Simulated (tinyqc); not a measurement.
Worked calculation: coherent transport through a tight-binding region between two chains. One step of it, computed by the program tinyqc.

Task: Transmission at E = -0.06 eV. Surface Green function g = (E - i sqrt(4 t^2 - E^2)) / (2 t^2); self-energy tc^2 g on each contact site; G = (E - H - Sigma)^(-1); Gamma = -2 Im Sigma; T = Gamma_L Gamma_R |G_LR|^2; local density of states -Im G_ii / pi.

H of the central region (eV):
```
[[0.580000, -0.820000, 0.000000],
 [-0.820000, -0.250000, -0.820000],
 [0.000000, -0.820000, 0.830000]]
```

Leads: semi-infinite chains with site energy 0:
```
parameter                           value
lead hopping t (eV)              2.550000
coupling to the left lead (eV)   0.670000
coupling to the right lead (eV)  0.920000
left contact site                       1
right contact site                      3
```

E = -0.060000 eV

Give: g; G; local density of states; transmission.

Result:

g = -0.0046-0.3921i 1/eV

G (1/eV):
```
[[-0.6792-0.1930i, 0.6497-0.0043i, 0.5286+0.1940i],
 [0.6497-0.0043i, 0.5045-0.1428i, 0.4529+0.0374i],
 [0.5286+0.1940i, 0.4529+0.0374i, -0.6335-0.2027i]]
```

local density of states (1/eV): [0.0614, 0.0455, 0.0645]

transmission = 0.0741
